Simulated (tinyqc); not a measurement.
# Projection against the Weibull slope

Defects are spread at random, so -ln(1 - F) is proportional to the area: t63(A2) = t63 (A1/A2)^(1/beta), and the time to the share Fp is t63(A2) (-ln(1 - Fp))^(1/beta).

Inputs (values chosen for the exercise):

| symbol | value | unit | meaning |
|---|---|---|---|
| A1 | 2500 | um^2 | area of a test capacitor |
| A2 | 7.6e6 | um^2 | gate area of the product |
| Fp | 1e-6 |  | allowed share of failed products |
| t63 | 160 | s | characteristic time of a test capacitor |

Projection against the Weibull slope:
```
beta	t63 of the product (s)	time to Fp (s)	decades lost to area	decades lost to the percentile
0.6	2.508e-4	2.508e-14	5.805	10.00
1.02	0.06159	8.076e-8	3.415	5.882
1.45	0.6341	4.615e-5	2.402	4.138
1.88	2.247	0.001446	1.853	3.191
2.3	4.896	0.01205	1.514	2.609
2.73	8.479	0.05377	1.276	2.198
3.15	12.54	0.1562	1.106	1.905
3.58	17.03	0.3591	0.9729	1.676
4	21.55	0.6814	0.8707	1.500
```

What does the comparison show?

Both losses go as 1/beta: together 15.8 decades at beta = 0.6 and 2.37 at 4. For small Fp only the ratio Fp/A2 counts, so ten times the area costs as much as a tenth of Fp.

Program tinyqc, `OMP_NUM_THREADS=1 python tinyqc.py 2070015 2070016 out.jsonl`; Intel Xeon 2.30GHz, shared host, one thread, about 0.01 s.
